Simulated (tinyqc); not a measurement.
MOS inversion layer, Poisson-Schroedinger loop: course of the self-consistent loop.

Electrons confined at an insulator interface at z = 0, treated as a hard wall; parabolic valleys, Hartree approximation, no image or exchange terms. The depletion charge lies far deeper than the electrons and gives a uniform field q Nd/(eps0 eps_r); the gate balances all charge. Energies are counted from the band edge at the interface.

V0 = q Nd z/(eps0 eps_r) in eV.

Tridiagonal Hamiltonian with psi = 0 one step beyond both ends: H_ii = C (1/m_(i-1/2) + 1/m_(i+1/2))/hz^2 + V0_i + U_i (+ dE for the set B), H_(i,i+1) = -C/(m_(i+1/2) hz^2), C = hbar^2/(2 m0). The lowest 2 level(s) of each valley set are kept, normalised to hz sum |psi|^2 = 1. The mass is the same on all intervals.

Level k holds N_k = D_k Vt ln(1 + exp((EF - E_k)/Vt)) with D = 2 md1 m0 q/(pi hbar^2) for the set A, D = 4 md2 m0 q/(pi hbar^2) for the set B per eV (spin included); EF is fixed by sum N_k = Ns.

n_i = sum_k N_k |psi_k|^2 (converted to cm^-3). Hartree part by Gauss: on the interval before node i the electrons still beyond are S_i = Ns - hz sum_(j<i) n_j, and U_i = U_(i-1) + q S_i hz/(eps0 eps_r) in eV, U_0 = 0 at the interface. Mixing: U(new) = U + a (U(out) - U).

Start from U = 0. Stop when the largest |U(out) - U| is below 1e-7 eV, or after 120 rounds.

Inputs (values chosen for the exercise); masses and permittivity close to those of silicon (100):
- T = 200 K (temperature)
- eps_r = 11.7 (relative permittivity)
- mz1 = 0.901 m0 (mass along z of valley set A (2 valley(s)))
- md1 = 0.188 m0 (in-plane density-of-states mass of set A)
- mz2 = 0.193 m0 (mass along z of valley set B (4 valley(s)))
- md2 = 0.416 m0 (in-plane density-of-states mass of set B)
- Ns = 9e12 cm^-2 (sheet density of electrons)
- Nd = 2.3e11 cm^-2 (sheet density of depletion charge)
- dE = 0 eV (extra shift of set B (strain))
- hz = 1 nm (mesh step)
- a = 0.7 (mixing factor)

Constants: q = 1.602176634e-19 C, kB = 1.380649e-23 J/K, hbar = 1.054571817e-34 J s, m0 = 9.1093837015e-31 kg, Vt = kB T/q, eps0 = 8.8541878128e-14 F/cm where lengths are in cm, hbar^2/(2 m0) = 0.0380998212 eV nm^2. Results are converted to the units shown.

z, node 1 to 14 (nm): 1  2  3  4  5  6  7  8  9  10  11  12  13  14

Course of the iteration:
```
round  level A1 (eV)    EF (eV)  largest |U(out) - U| (eV)
1          0.0188393  0.0201966                      0.766
2           0.168535   0.222007                      0.370
3           0.184828   0.218689                     0.0553
4           0.200863   0.241624                     0.0370
5           0.201067   0.235866                     0.0459
6           0.204116   0.245011                     0.0457
7           0.202013   0.236613                     0.0479
8           0.204492   0.245568                     0.0488
9           0.202029   0.236439                     0.0505
...              ...        ...                        ...
112         0.205042   0.247486                     0.0699
113         0.201451   0.234480                     0.0699
114         0.205042   0.247486                     0.0699
115         0.201451   0.234480                     0.0699
116         0.205042   0.247486                     0.0699
117         0.201451   0.234480                     0.0699
118         0.205042   0.247486                     0.0699
119         0.201451   0.234480                     0.0699
120         0.205042   0.247486                     0.0699
```

Did this iteration meet its convergence test, and what does its course show?

No. Not converged within 120 rounds: the residual has levelled off at one value. The lowest level moves up and down in turn: each round overcorrects the one before. Reruns converge within the same cap with Anderson mixing of depth 4 with a = 0.5 (14 rounds) and with plain mixing with a = 0.5 (22 rounds).

Numbers from tinyqc (`OMP_NUM_THREADS=1 python tinyqc.py 2160027 2160028 out.jsonl`; about 1 s on one thread of a shared Intel Xeon 2.30GHz).
